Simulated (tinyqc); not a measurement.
# Contact transmission and back-scattering length from two lengths

Inverse problem. A channel with M modes has R = RQ (2/tc - 1 + L/lam), RQ = (h/2q^2)/M. Find lam and tc.

Constants: q = 1.602176634e-19 C, h = 6.62607015e-34 J s. Results are converted to the units shown.

R at L = 3.3 and 26 nm (ohm cm^2): 5.3275994e-10  1.7543408e-9
M = 3.6338328e13 cm^-2

Solution. The slope is RQ/lam and the intercept RQ (2/tc - 1).

lam = 6.600 nm
tc = 1.000

Computed by the program tinyqc: `OMP_NUM_THREADS=1 python tinyqc.py 2760140 2760141 out.jsonl`, one thread of a shared Intel Xeon 2.30GHz, about 0.02 s for the whole run.
